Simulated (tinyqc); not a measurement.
Sputter depth profiling of a dopant layer: erosion rate, quantification and the mixing-roughness response. Changing the box width b. Computed by tinyqc, a small Python program. Command: `OMP_NUM_THREADS=1 python tinyqc.py 3003689 3003690 out.jsonl sims sweep`. One thread of a shared host (Intel(R) Xeon(R) Processor @ 2.30GHz), about 0.1 s of CPU time with the checks.

A rastered ion beam erodes silicon (49.94 atoms per nm^3). The measured profile is the true one convolved with a depth response.

Inputs (values chosen for the exercise, modelled on a dopant in silicon under an oxygen or caesium beam):
```
quantity                               value    unit
beam energy E                           0.34     keV
beam current                              35      nA
raster side                              200      um
sputter yield at 1 keV                  0.55       -
mixing length at 1 keV                     2      nm
roughness sigma                         0.47      nm
depth of the top edge z0                  54      nm
box concentration C                    3e+19  1/cm^3
relative sensitivity factor RSF      2.2e+20  1/cm^3
matrix count rate                     320000     1/s
background count rate                      1     1/s
counting time per point                  0.5       s
level that defines the junction C_B    5e+17  1/cm^3
```

True profile: box.

Constants: e = 1.602176634e-19 C.

Method:
- Scaling chosen for the exercise: yield Y = Y1 E^0.5, mixing length w = w1 E^0.5 (E in keV).
- Erosion rate = Y I/(e x raster^2 x density); depth step = rate x counting time; concentration = RSF x counts/matrix counts; detection limit = RSF x 3 sqrt(background x time)/(matrix rate x time).
- Mixing alone turns a layer at z0 into (1/w) exp(-(z - z0 + w)/w) for z > z0 - w; roughness adds a Gaussian of width sigma. With x = z - z0 + w: g(x) = (1/(2w)) exp(sigma^2/(2 w^2) - x/w) erfc((sigma/w - x/sigma)/sqrt2), and its integral G(x) = (1/2) erfc(-x/(sigma sqrt2)) - w g(x). Measured: C [G(x) - G(x - b)].
- Find the maximum, the full width at half maximum and the deep point where the profile falls to C_B; far down, the trailing edge decays by w ln(10) per decade.

One run for each value:
```
box width b (nm)  peak concentration (1/cm^3)  full width at half maximum (nm)  apparent junction depth (nm)
0.30                               4.0374e+18                           1.8634                        56.273
0.52                               6.8941e+18                           1.8976                        57.031
0.91                               1.1548e+19                           2.0015                        57.898
1.60                               1.8082e+19                           2.3090                        58.962
4.80                               2.8755e+19                           4.8825                        62.484
8.30                               2.9910e+19                           8.3064                        66.002
```

Give the missing row, box width b (nm) = 2.70.

Computed row:
```
box width b (nm)  peak concentration (1/cm^3)  full width at half maximum (nm)  apparent junction depth (nm)
2.70                               2.4364e+19                           3.0472                        60.282
```

Interpolating between the two neighbouring rows (the first column on a logarithmic scale, the others too where they are positive) misses most in full width at half maximum (nm), by 8.2 %. Over the rows, peak concentration (1/cm^3) rises from 4.04e18 to 2.99e19 (exponent d ln y / d ln x 0.97 between the first rows and 0.072 between the last); full width at half maximum (nm) rises from 1.86 to 8.31 (exponent d ln y / d ln x 0.033 between the first rows and 0.97 between the last); apparent junction depth (nm) rises from 56.3 to 66.0 (exponent d ln y / d ln x 0.024 between the first rows and 0.10 between the last). At the low end the exponent of peak concentration is 0.97, close to 1: a box thinner than the response looks like a delta layer. At the low end the exponent of full width at half maximum is 0.03, close to 0: the response sets the width. Convolution conserves area, so the dose C b would be measured correctly in every row, even where the peak is not. Left out: 14.0, 25.0 (the peak is near the junction level, or the box is flat-topped).

Extremes, crossings and ranges named in words are read from the listed rows.
